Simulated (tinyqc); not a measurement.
# Worked calculation: one-dimensional ballistic tunnel FET, two-band WKB

Program tinyqc, `OMP_NUM_THREADS=1 python tinyqc.py 2620083 2620084 out.jsonl`; Intel Xeon 2.30GHz, shared host, one thread, about 0.01 s. Printed values are rounded.

A p-type source for x < 0 with its Fermi level at 0 and its valence edge at ds; in the channel the bands fall as D exp(-x/lam) towards their flat values, with the conduction edge at Ec = ds - dP and D = dP + Eg. The gate moves dP one to one. The drain Fermi level lies at -Vd and the drain side reflects nothing. For w = E - Ec between 0 and dP an electron crosses the gap. Two-band dispersion with equal masses m: inside the gap kappa = sqrt(m u (1 - u/Eg)/C), u the distance from a band edge, C = hbar^2/(2 m0).

Values chosen for this exercise; band and dielectric values close to those of indium arsenide: temperature T = 350 K; band gap Eg = 0.353 eV; band-edge mass of the two-band model m = 0.025 m0; screening length of the source junction lam = 3.2 nm; source valence edge above the source Fermi level ds = 0.15 eV; drain bias Vd = 0.1 V; number of degenerate subbands (spin apart) g = 1; tunnelling window Ev(source) - Ec(channel) dP = 0.27 eV; energy above the channel conduction edge w0 = 0.13 eV; cells of the path nc = 7; points of the energy grid nE = 13.

Constants: q = 1.602176634e-19 C, kB = 1.380649e-23 J/K, hbar = 1.054571817e-34 J s, h = 6.62607015e-34 J s, m0 = 9.1093837015e-31 kg, Vt = kB T/q, hbar^2/(2 m0) = 0.0380998212 eV nm^2. Results are converted to the units shown.

Range of the model: Where S is below about 2 the WKB prefactor of 1 is a rough guess.

## The path through the gap by the midpoint rule

At w = w0 the path runs from xa = lam ln(D/(w + Eg)) to xb = lam ln(D/w); u(x) = w + Eg - D exp(-x/lam) is the height above the valence edge. Cut it into nc equal cells: S = 2 (cell width) times the sum of kappa at the centres.

xa = 0.8144956 nm
xb = 5.014439 nm

```
cell    x (nm)     u (eV)  kappa (1/nm)
0     1.114492  0.0432229     0.1577622
1     1.714483  0.1184111     0.2272328
2     2.314475  0.1807444     0.2405693
3     2.914467  0.2324207     0.2282417
4     3.514459  0.2752619     0.1994395
5     4.114451  0.3107786     0.1561755
6     4.714443  0.3402231     0.0898909
```

S = 1.559153

## The exponent in closed form

S(w) = 2 lam int_0^Eg kappa(u) du/(w + Eg - u) = 2 pi lam sqrt(m/(C Eg)) [w + Eg/2 - sqrt(w (w + Eg))], T(w) = exp(-S). The common triangular estimate is S = (4/3) lam sqrt(m/C) Eg^1.5/(dP + Eg) for all w.

S(w0) = 1.532934
T(w0) = 0.2159013
triangular S = 1.163513

The midpoint value is 1.7 % above the closed form, and the triangular estimate 24 % below it.

## Current on a coarse grid

S(w) = 2 lam int_0^Eg kappa(u) du/(w + Eg - u) = 2 pi lam sqrt(m/(C Eg)) [w + Eg/2 - sqrt(w (w + Eg))], T(w) = exp(-S). I = g (2 q^2/h) int_0^dP T(w) [f(E) - f(E + Vd)] dw, E = ds - dP + w, f(x) = 1/(1 + exp(x/Vt)). Simpson's rule on nE equally spaced points.

```
point     w (eV)         T(w)  difference of the f
0      0.0000000  0.007920247            0.3216737
1      0.0225000   0.05310806            0.4827565
2      0.0450000   0.09041771            0.6193240
3      0.0675000    0.1261421            0.6792540
4      0.0900000    0.1601159            0.6406035
5      0.1125000    0.1922257            0.5173556
6      0.1350000    0.2224599            0.3565602
7      0.1575000    0.2508711            0.2134901
8      0.1800000    0.2775469            0.1153835
9      0.2025000    0.3025914           0.05856920
10     0.2250000    0.3261144           0.02873146
11     0.2475000    0.3482248           0.01385147
12     0.2700000    0.3690272          0.006621052
```

I = 0.9943054 uA

A converged quadrature gives 0.9951 uA; this grid is 0.082 % below that.
